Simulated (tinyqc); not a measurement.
All estimates against temperature: estimate of lattice thermal conductivity from elastic moduli (Slack, Klemens and Cahill formulas). Computed by tinyqc, a small Python program. Command: `OMP_NUM_THREADS=1 python tinyqc.py 3009917 3009918 out.jsonl slack walk`. One thread of a shared host (Intel(R) Xeon(R) Processor @ 2.30GHz), about 0.01 s of CPU time with the checks.

An isotropic solid.

Inputs (values chosen for the exercise, for a model crystal):

| quantity | value | unit |
|---|---|---|
| bulk modulus B | 74.1 | GPa |
| shear modulus G | 36.5 | GPa |
| volume per atom V | 22 | angstrom^3 |
| mean atomic mass M | 62.3 | u |
| atoms per primitive cell n | 4 | - |
| volume expansion coefficient alpha_V | 32.3 | ppm/K |
| temperature T | 300 | K |
| disorder parameter Gamma | 0.00039 | - |
| grain size d | 46 | nm |

Grueneisen parameter: from thermal expansion.

Constants: u = 1.6605390666e-27 kg; hbar = 1.054571817e-34 J s; k_B = 1.380649e-23 J/K; h = 6.62607015e-34 J s.

Method:
- rho = M/V; vL = sqrt((B + 4G/3)/rho), vT = sqrt(G/rho); v_m = [(vL^-3 + 2 vT^-3)/3]^(-1/3); Poisson ratio sigma = (3B - 2G)/(6B + 2G); Theta = hbar v_m (6 pi^2/V)^(1/3)/k_B.
- gamma = alpha_V B V/(3 k_B), with the classical heat capacity 3 k_B per atom.
- Slack, an estimate for T near or above Theta_a: kappa = A M Theta_a^3 delta n^(1/3)/(gamma^2 T) in W/(m K), with M in u, delta = V^(1/3) in angstrom, Theta_a = Theta n^(-1/3) and A = 2.43e-6/(1 - 0.514/gamma + 0.228/gamma^2).
- High-temperature forms with the classical heat capacity. Klemens: kappa/kappa_0 = arctan(u)/u, u^2 = pi^2 Theta V Gamma kappa_0/(h v_m^2). Grains: 1/kappa_poly = 1/kappa + 1/(C v_m d/3), C = 3 k_B/(n V), the acoustic branches alone.
- Cahill minimum: kappa_min = (pi/6)^(1/3) k_B V^(-2/3) sum over L, T, T of v (T/Theta_i)^2 int_0^(Theta_i/T) x^3 e^x/(e^x - 1)^2 dx, Theta_i = Theta v_i/v_m (64 Gauss-Legendre points).

Grueneisen parameter gamma = 1.27127

Debye temperature Theta = 330.171 K

v_m = 3107.45 m/s

vL = 5109.55 m/s

vT = 2786.05 m/s

acoustic Debye temperature Theta_a = 207.995 K

Kappa (W/(m K)):

| T (K) | perfect crystal | with point defects | polycrystal | minimum |
|---|---|---|---|---|
| 200 | 25.444 | 24.559 | 11.722 | 0.63457 |
| 300 | 16.962 | 16.561 | 9.526 | 0.69695 |
| 400 | 12.722 | 12.494 | 8.024 | 0.72194 |
| 550 | 9.252 | 9.130 | 6.489 | 0.73801 |
| 750 | 6.785 | 6.719 | 5.170 | 0.74665 |
| 1000 | 5.089 | 5.052 | 4.123 | 0.75112 |
| 1300 | 3.914 | 3.892 | 3.317 | 0.75350 |
| 1700 | 2.993 | 2.980 | 2.631 | 0.75493 |

What does the comparison show, and why?

The perfect crystal follows 1/T. With point defects the exponent runs from -0.97 to -1.00 (the strong-disorder limit is -1/2), and with grains from -0.51 to -0.86. At the highest T it is still 3.5 times the minimum. Rows below Theta_a = 208 K are outside the range of the Slack formula.

Extremes, crossings and ranges named in words are read from the listed rows.
